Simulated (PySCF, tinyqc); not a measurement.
MP2 on RHF in the sto-3g basis, for H6, spin multiplicity 1, step by step. The lowest restricted solution is unstable here: a spin-polarised one lies 0.0472 hartree lower (PySCF). One step of it, computed by the program tinyqc.

Problem. Second-order Moller-Plesset energy. E2 = sum_ijab (ia|jb) [2 (ia|jb) - (ib|ja)] / (e_i + e_j - e_a - e_b) over occupied i, j and virtual a, b; the opposite-spin part is (ia|jb)^2 / denominator, the rest is same-spin, and SCS-MP2 scales them by 6/5 and 1/3.

orbital energies (hartree): MO1 -0.665125, MO2 -0.527466, MO3 -0.270172, MO4 0.148316, MO5 0.594352, MO6 1.024825

Two-electron integrals over orbitals (pq|rs), unique and non-zero (hartree):
```
(11|11) 0.434929    (21|11) -0.000235   (21|21) 0.142225    (22|11) 0.361332
(22|21) 0.000253    (22|22) 0.375009    (31|11) -0.076656   (31|21) -0.000052
(31|22) 0.009815    (31|31) 0.085975    (32|11) -0.000100   (32|21) 0.082244
(32|22) 0.000258    (32|31) -0.000029   (32|32) 0.111144    (33|11) 0.341107
(33|21) -0.000099   (33|22) 0.338764    (33|31) -0.005468   (33|32) -0.000163
(33|33) 0.361314    (41|11) -0.000135   (41|21) 0.057996    (41|22) -0.000035
(41|31) -0.000053   (41|32) -0.022373   (41|33) 0.000073    (41|41) 0.073076
(42|11) 0.090502    (42|21) -0.000112   (42|22) 0.028424    (42|31) -0.062648
(42|32) -0.000123   (42|33) -0.010895   (42|41) -0.000022   (42|42) 0.091540
(43|11) -0.000092   (43|21) -0.095411   (43|22) -0.000284   (43|31) 0.000217
(43|32) -0.096804   (43|33) 0.000155    (43|41) -0.002753   (43|42) -0.000099
(43|43) 0.138554    (44|11) 0.350583    (44|21) -0.000083   (44|22) 0.346344
(44|31) -0.008057   (44|32) -0.000132   (44|33) 0.358683    (44|41) 0.000047
(44|42) 0.001069    (44|43) 0.000111    (44|44) 0.370420    (51|11) 0.000480
(51|21) -0.000007   (51|22) 0.039025    (51|31) 0.037651    (51|32) -0.000037
(51|33) -0.017419   (51|41) -0.000036   (51|42) 0.017746    (51|43) 0.000023
(51|44) -0.009577   (51|51) 0.061881    (52|11) 0.000026    (52|21) 0.057106
(52|22) 0.000131    (52|31) -0.000086   (52|32) 0.007971    (52|33) -0.000011
(52|41) 0.045430    (52|42) 0.000121    (52|43) 0.026320    (52|44) -0.000008
(52|51) 0.000072    (52|52) 0.083550    (53|11) 0.089128    (53|21) -0.000104
(53|22) 0.026342    (53|31) -0.063129   (53|32) -0.000097   (53|33) -0.002891
(53|41) -0.000022   (53|42) 0.083084    (53|43) -0.000120   (53|44) -0.004809
(53|51) 0.009650    (53|52) 0.000102    (53|53) 0.089099    (54|11) -0.000125
(54|21) 0.087526    (54|22) 0.000246    (54|31) -0.000024   (54|32) 0.105216
(54|33) -0.000174   (54|41) -0.012280   (54|42) -0.000114   (54|43) -0.098062
(54|44) -0.000142   (54|51) -0.000023   (54|52) 0.011764    (54|53) -0.000110
(54|54) 0.112909    (55|11) 0.380128    (55|21) 0.000216    (55|22) 0.384327
(55|31) -0.000232   (55|32) 0.000215    (55|33) 0.354670    (55|41) -0.000023
(55|42) 0.033251    (55|43) -0.000270   (55|44) 0.362619    (55|51) 0.034746
(55|52) 0.000129    (55|53) 0.033365    (55|54) 0.000219    (55|55) 0.412075
(61|11) 0.000066    (61|21) -0.002201   (61|22) 0.000022    (61|31) -0.000073
(61|32) 0.029628    (61|33) -0.000035   (61|41) -0.028565   (61|42) 0.000006
(61|43) 0.031341    (61|44) -0.000030   (61|51) -0.000080   (61|52) 0.038895
(61|53) 2.24e-06    (61|54) 0.027273    (61|55) 0.000014    (61|61) 0.071088
(62|11) -0.001066   (62|21) 0.000016    (62|22) 0.036065    (62|31) 0.036671
(62|32) -0.000022   (62|33) -0.012750   (62|41) -0.000016   (62|42) 0.011756
(62|43) 0.000020    (62|44) -0.014986   (62|51) 0.056273    (62|52) 0.000087
(62|53) 0.013889    (62|54) -0.000022   (62|55) 0.035859    (62|61) -0.000076
(62|62) 0.058820    (63|11) -0.000114   (63|21) 0.055165    (63|22) -0.000014
(63|31) -0.000055   (63|32) -0.016547   (63|33) 0.000069    (63|41) 0.066084
(63|42) -0.000014   (63|43) -0.002789   (63|44) 0.000070    (63|51) -0.000032
(63|52) 0.044683    (63|53) -0.000026   (63|54) -0.017137   (63|55) -0.000019
(63|61) -0.026443   (63|62) -0.000022   (63|63) 0.069888    (64|11) -0.079909
(64|21) -0.000039   (64|22) 0.003276    (64|31) 0.083572    (64|32) -0.000015
(64|33) -0.007920   (64|41) -0.000050   (64|42) -0.064580   (64|43) 0.000214
(64|44) -0.010232   (64|51) 0.035805    (64|52) -0.000085   (64|53) -0.066227
(64|54) -0.000015   (64|55) 0.002238    (64|61) -0.000070   (64|62) 0.037158
(64|63) -0.000056   (64|64) 0.092285    (65|11) -0.000227   (65|21) 0.145423
(65|22) 0.000267    (65|31) -0.000064   (65|32) 0.088442    (65|33) -0.000107
(65|41) 0.057369    (65|42) -0.000108   (65|43) -0.102364   (65|44) -0.000083
(65|51) -0.000010   (65|52) 0.059167    (65|53) -0.000103   (65|54) 0.094663
(65|55) 0.000246    (65|61) -0.001719   (65|62) 0.000012    (65|63) 0.059875
(65|64) -0.000057   (65|65) 0.164337    (66|11) 0.463397    (66|21) -0.000226
(66|22) 0.387386    (66|31) -0.081665   (66|32) -0.000103   (66|33) 0.368055
(66|41) -0.000127   (66|42) 0.097752    (66|43) -0.000113   (66|44) 0.379851
(66|51) 0.000542    (66|52) 0.000043    (66|53) 0.099500    (66|54) -0.000128
(66|55) 0.417936    (66|61) 0.000068    (66|62) -0.000696   (66|63) -0.000113
(66|64) -0.091140   (66|65) -0.000233   (66|66) 0.521698
```

Hartree-Fock energy = -3.04877445 hartree

Give: Terms; Pair energies; MP2 correlation energy; SCS-MP2 correlation energy; MP2 total energy.

Solution.

Terms (the 40 largest of 81):
```
i  j  a  b  (ia|jb)  (ib|ja)  denominator       term
3  3  4  4   0.1386   0.1386      -0.8370    -0.0229
3  2  5  4   0.0831   0.0263      -1.5403    -0.0075
2  3  4  5   0.0831   0.0263      -1.5403    -0.0075
2  2  4  4   0.0915   0.0915      -1.3516    -0.0062
3  3  5  5   0.0891   0.0891      -1.7290    -0.0046
1  1  4  4   0.0731   0.0731      -1.6269    -0.0033
3  1  6  4   0.0661   0.0313      -2.1084    -0.0032
1  3  4  6   0.0661   0.0313      -2.1084    -0.0032
2  2  5  5   0.0836   0.0836      -2.2436    -0.0031
3  3  6  6   0.0699   0.0699      -2.5900    -0.0019
2  1  5  4   0.0454   0.0177      -1.9353    -0.0017
1  2  4  5   0.0454   0.0177      -1.9353    -0.0017
1  1  5  5   0.0619   0.0619      -2.5190    -0.0015
1  1  6  6   0.0711   0.0711      -3.3799    -0.0015
2  1  6  5   0.0563   0.0389      -2.8118    -0.0015
1  2  5  6   0.0563   0.0389      -2.8118    -0.0015
2  3  5  6   0.0447   0.0139      -2.4168    -0.0014
3  2  6  5   0.0447   0.0139      -2.4168    -0.0014
2  2  6  6   0.0588   0.0588      -3.1046    -0.0011
3  2  4  5   0.0263   0.0831      -1.5403     0.0005
2  3  5  4   0.0263   0.0831      -1.5403     0.0005
1  1  4  6  -0.0286  -0.0286      -2.5034  -3.26e-04
1  1  6  4  -0.0286  -0.0286      -2.5034  -3.26e-04
1  2  6  5   0.0389   0.0563      -2.8118  -2.98e-04
2  1  5  6   0.0389   0.0563      -2.8118  -2.98e-04
3  1  6  6  -0.0264  -0.0264      -2.9849  -2.34e-04
1  3  6  6  -0.0264  -0.0264      -2.9849  -2.34e-04
3  2  5  6   0.0139   0.0447      -2.4168   9.72e-05
2  3  6  5   0.0139   0.0447      -2.4168   9.72e-05
2  1  4  5   0.0177   0.0454      -1.9353   9.11e-05
1  2  5  4   0.0177   0.0454      -1.9353   9.11e-05
2  2  6  4   0.0118   0.0118      -2.2281  -6.20e-05
2  2  4  6   0.0118   0.0118      -2.2281  -6.20e-05
3  1  4  6   0.0313   0.0661      -2.1084   5.06e-05
1  3  6  4   0.0313   0.0661      -2.1084   5.06e-05
3  1  5  5   0.0097   0.0097      -2.1240  -4.38e-05
1  3  5  5   0.0097   0.0097      -2.1240  -4.38e-05
3  1  4  4  -0.0028  -0.0028      -1.2319  -6.15e-06
1  3  4  4  -0.0028  -0.0028      -1.2319  -6.15e-06
3  3  4  6  -0.0028  -0.0028      -1.7135  -4.54e-06
```

Pair energies (hartree; pair i-j sums ij and ji):
```
pair  opposite spin  same spin
1-1         -0.0069          0
2-1         -0.0058    -0.0010
2-2         -0.0105          0
3-1         -0.0056    -0.0011
3-2         -0.0117    -0.0050
3-3         -0.0294          0
```

MP2 correlation energy = -0.077147 hartree

SCS-MP2 correlation energy = -0.086405 hartree

MP2 total energy = -3.125921 hartree
